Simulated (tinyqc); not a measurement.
Leakage against temperature: trap-assisted generation and recombination current of an abrupt junction. Computed by tinyqc, a small Python program. Command: `OMP_NUM_THREADS=1 python tinyqc.py 3015104 3015105 out.jsonl junctionleak walk`. One thread of a shared host (Intel(R) Xeon(R) Processor @ 2.30GHz), about 0.01 s of CPU time with the checks.

Depletion approximation, flat quasi-Fermi levels across the depleted layer, long neutral regions with minority lifetimes tau_n and tau_p, full ionisation and Boltzmann statistics. Voltages in exponents stand for e V.

Inputs (values chosen for the exercise, with bands and screening modelled on GaSb):
```
quantity                              value    unit
gap E_g                               0.735      eV
electron mass m_e                    0.0387     m_0
valleys M_c                               1       -
hole mass m_h                         0.386     m_0
dielectric constant eps                  16       -
acceptor density N_A                6.9e+15   cm^-3
donor density N_D                   3.6e+18   cm^-3
capture time tau_n                  3.2e-08       s
capture time tau_p                  3.8e-09       s
trap level E_t - E_i                      0      eV
electron diffusion coefficient D_n       12  cm^2/s
hole diffusion coefficient D_p          4.3  cm^2/s
reverse bias V_r                        6.8       V
temperature T                           300       K
tunnelling mass m_t                   0.096     m_0
```

Field enhancement: Hurkx tunnelling factor.

Constants: k_B = 8.617333262e-05 eV/K; m_0 = 9.1093837015e-31 kg; k_B = 1.380649e-23 J/K; h = 6.62607015e-34 J s; e = 1.602176634e-19 C; eps_0 = 8.8541878128e-12 F/m; hbar = 1.054571817e-34 J s.

Method:
- N_c = 2 M_c (2 pi m_e k_B T/h^2)^(3/2) and N_v = 2 (2 pi m_h k_B T/h^2)^(3/2), masses in units of m_0.
- n_i = sqrt(N_c N_v) exp(-E_g/2 k_B T); V_bi = (k_B T/e) ln(N_A N_D/n_i^2); diffusion saturation current J_d0 = e n_i^2 [sqrt(D_n/tau_n)/N_A + sqrt(D_p/tau_p)/N_D].
- W = sqrt(2 eps eps_0 (V_bi - V)(1/N_A + 1/N_D)/e), x_p = W N_D/(N_A + N_D), x_n = W - x_p, peak field F_m = 2 (V_bi - V)/W; reverse bias means V = -V_r.
- Both capture times are divided by 1 + Gamma, Gamma = 2 sqrt(3 pi) (F/F_G) exp((F/F_G)^2), F_G = sqrt(24 m_t (k_B T)^3)/(e hbar) (the low-field Hurkx form), F being the local field, linear in x from 0 at the edges to F_m.
- Potential from the p edge: phi = (V_bi - V) x^2/(x_p W) on the p side and (V_bi - V)[1 - (W - x)^2/(x_n W)] on the n side; p = N_A exp(-phi/k_B T), n = n_i^2 exp(V/k_B T)/p; U = (n p - n_i^2)/[tau_p (n + n_i exp(dE/k_B T)) + tau_n (p + n_i exp(-dE/k_B T))], dE = E_t - E_i, n1 = n_i exp(dE/k_B T), p1 = n_i exp(-dE/k_B T); J_t = e int U dx by the trapezoid rule on 400 intervals on each side.
- The gap, capture times and diffusion coefficients are held fixed. J_g = -J_t at V = -V_r. The last column is -k_B d ln(J_g + J_d0)/d(1/T) from this row and the one above.

peak field F_m = 107624 V/cm

Reverse current:
```
T (K)  generation (A/cm^2)  diffusion (A/cm^2)  activation energy (eV)
240             2.8317e-05          9.7692e-11                       -
270             2.0446e-04          7.2151e-09                 0.36798
300             1.0180e-03          2.3305e-07                 0.37352
340             5.7165e-03          9.6199e-06                 0.37950
380             2.2834e-02          1.8832e-04                 0.38729
420             7.1359e-02          2.1562e-03                 0.39919
480             2.8396e-01          4.0748e-02                 0.43010
```

What follows from these numbers?

The activation energy goes from 0.368 to 0.430 eV. Generation alone gives about E_g/2 + dE if tau_p exp(dE/k_B T) exceeds tau_n exp(-dE/k_B T), else E_g/2 - dE, here 0.367 eV, plus 1.5 k_B T, less where tunnelling helps, and diffusion E_g = 0.735 eV plus 3 k_B T; generation rules in every row. Caution: one side is doped near or above its effective density of states, so Boltzmann statistics understate V_bi.

Extremes, crossings and ranges named in words are read from the listed rows.
